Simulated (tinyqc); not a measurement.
# Metal-interlayer-semiconductor contact, depinning against tunnelling resistance: two studies

Zero bias, n-type semiconductor. Gap states at the semiconductor surface thin out as exp(-be ti), which unpins the barrier; electrons must then cross the interlayer (a rectangular barrier, no voltage drop across it) and the parabolic depleted layer, both by WKB. Energies E are counted from the Fermi level; no image force, parabolic bands.

Values chosen for this exercise; semiconductor values close to those of gallium arsenide; interlayer mass of the order of that in hafnium oxide, offset chosen freely:
- T = 400 K (temperature)
- Eg = 1.37 eV (band gap)
- eps_r = 13 (relative permittivity)
- chi = 3.95 eV (electron affinity)
- Nc = 6.77e17 cm^-3 (conduction-band density of states at T)
- mt = 0.0696 m0 (tunnelling mass in the semiconductor)
- mA = 0.0668 m0 (Richardson mass)
- Nd = 4.8e18 cm^-3 (donor density)
- E0 = 0.49 eV (charge-neutrality level above the valence band)
- S0 = 0.1 (pinning factor without interlayer)
- phiM = 4.39 eV (metal work function)
- ti = 0.8 nm (interlayer thickness)
- dE = 1.56 eV (conduction-band offset of the interlayer above the semiconductor)
- mi = 0.2 m0 (tunnelling mass in the interlayer)
- be = 5.1 1/nm (decay constant of gap states through the interlayer)

Constants: q = 1.602176634e-19 C, kB = 1.380649e-23 J/K, eps0 = 8.8541878128e-12 F/m, hbar = 1.054571817e-34 J s, h = 6.62607015e-34 J s, m0 = 9.1093837015e-31 kg, Vt = kB T/q, hbar^2/(2 m0) = 0.0380998212 eV nm^2. Results are converted to the units shown.

Each table varies one quantity; the others keep the values above.

## Contact resistivity against the interlayer thickness

S = 1/(1 + (1/S0 - 1) exp(-be ti)); phiB = S (phiM - chi) + (1 - S)(Eg - E0); xi = Ec - EF deep inside, from Nd = Nc F(-xi/Vt), F(x) = (2/sqrt(pi)) int_0^infinity sqrt(u) du/(1 + exp(u - x)); band bending U = phiB - xi; E00 = (hbar/2) sqrt(Nd/(eps0 eps_r mt m0)) in volts; A = 4 pi q mA m0 kB^2/h^3. With U = phiB - xi: for xi < E < phiB, y = (E - xi)/U and G1 = (U/E00) [sqrt(1 - y) - y ln((1 + sqrt(1 - y))/sqrt(y))], G1 = 0 above phiB; G2 = 2 ti sqrt(mi max(phiB + dE - E, 0)/C), C = hbar^2/(2 m0); f = 1/(1 + exp(E/Vt)); 1/rho_c = (A T^2/Vt^2) times the integral of exp(-G1 - G2) f over E from xi upwards. Shares under 0.001 % are printed as 0; rows without band bending are left out.

The same in every row: E00/Vt = 1.24.

Contact resistivity against the interlayer thickness:

| ti (nm) | S | phiB (eV) | rho_c (ohm cm^2) | rho_c with G2 = 0 (ohm cm^2) | peak of the integrand (eV) | share above phiB (%) |
|---|---|---|---|---|---|---|
| 0 | 0.100 | 0.836 | 0.0120 | 0.0120 | 0.143 | 0.00131 |
| 0.3 | 0.339 | 0.731 | 0.0124 | 0.00167 | 0.126 | 0.00524 |
| 0.6 | 0.703 | 0.571 | 0.00425 | 8.75e-5 | 0.0981 | 0.0344 |
| 0.9 | 0.916 | 0.477 | 0.00491 | 1.62e-5 | 0.0846 | 0.111 |
| 1.2 | 0.981 | 0.449 | 0.0191 | 9.82e-6 | 0.0832 | 0.179 |
| 1.5 | 0.996 | 0.442 | 0.111 | 8.73e-6 | 0.0858 | 0.231 |
| 1.8 | 0.999 | 0.440 | 0.706 | 8.51e-6 | 0.0897 | 0.282 |
| 2.1 | 1.00 | 0.440 | 4.59 | 8.46e-6 | 0.0939 | 0.340 |
| 2.4 | 1.00 | 0.440 | 30.0 | 8.45e-6 | 0.0986 | 0.409 |

What does the comparison show?

As ti goes from 0 to 2.4, phiB falls from 0.836 to 0.440 eV and rho_c moves up and down between 0.00425 and 30.0 ohm cm^2. At ti = 0.6 nm rho_c is 2.83 times lower than without interlayer, although thinner layers first raise it; beyond that thickness tunnelling through the layer dominates. The ratio of rho_c to its value with G2 = 0 runs from 1.00 to 3.55e6.

## Contact resistivity against the donor density

Same model as above.

The same in every row: S = 0.868; phiB (eV) = 0.498.

Result of one run:

| Nd (cm^-3) | E00/Vt | rho_c (ohm cm^2) | rho_c with G2 = 0 (ohm cm^2) | peak of the integrand (eV) | share above phiB (%) |
|---|---|---|---|---|---|
| 4.1e19 | 3.63 | 9.56e-6 | 4.50e-8 | -0.0336 | 0 |

What becomes of these results when the donor density Nd is changed from 4.1e19 to 9.6e17 cm^-3, all else the same?

Result of the changed run:

| Nd (cm^-3) | E00/Vt | rho_c (ohm cm^2) | rho_c with G2 = 0 (ohm cm^2) | peak of the integrand (eV) | share above phiB (%) |
|---|---|---|---|---|---|
| 9.6e17 | 0.555 | 0.241 | 0.00204 | 0.375 | 5.15 |

The whole series:

| Nd (cm^-3) | E00/Vt | rho_c (ohm cm^2) | rho_c with G2 = 0 (ohm cm^2) | peak of the integrand (eV) | share above phiB (%) |
|---|---|---|---|---|---|
| 2.3e16 | 0.0859 | 2.72 | 0.0285 | 0.496 | 58.1 |
| 5.8e16 | 0.136 | 2.12 | 0.0218 | 0.491 | 45.2 |
| 1.5e17 | 0.219 | 1.41 | 0.0141 | 0.479 | 30.2 |
| 3.8e17 | 0.349 | 0.737 | 0.00695 | 0.448 | 15.8 |
| 9.6e17 | 0.555 | 0.241 | 0.00204 | 0.375 | 5.15 |
| 2.4e18 | 0.877 | 0.0339 | 2.40e-4 | 0.226 | 0.725 |
| 6.2e18 | 1.41 | 0.00163 | 9.52e-6 | 0.0573 | 0.0349 |
| 1.6e19 | 2.27 | 8.45e-5 | 4.38e-7 | -5.74e-4 | 0.00180 |
| 4.1e19 | 3.63 | 9.56e-6 | 4.50e-8 | -0.0336 | 0 |

As Nd goes from 2.3e16 to 4.1e19, phiB stays at 0.498 eV and rho_c falls from 2.72 to 9.56e-6 ohm cm^2. rho_c goes as Nd^(-0.27) between the first two rows and Nd^(-2.32) between the last two, while E00/Vt goes from 0.0859 to 3.63 and the share above the barrier from 58.1 to 0 %. The ratio of rho_c to its value with G2 = 0 runs from 95.5 to 213. For Nd = 1.6e19, 4.1e19 the Fermi level lies deep in the band, where non-parabolicity matters.

Numbers from tinyqc (`OMP_NUM_THREADS=1 python tinyqc.py 2270022 2270023 out.jsonl`; about 0.02 s on one thread of a shared Intel Xeon 2.30GHz).
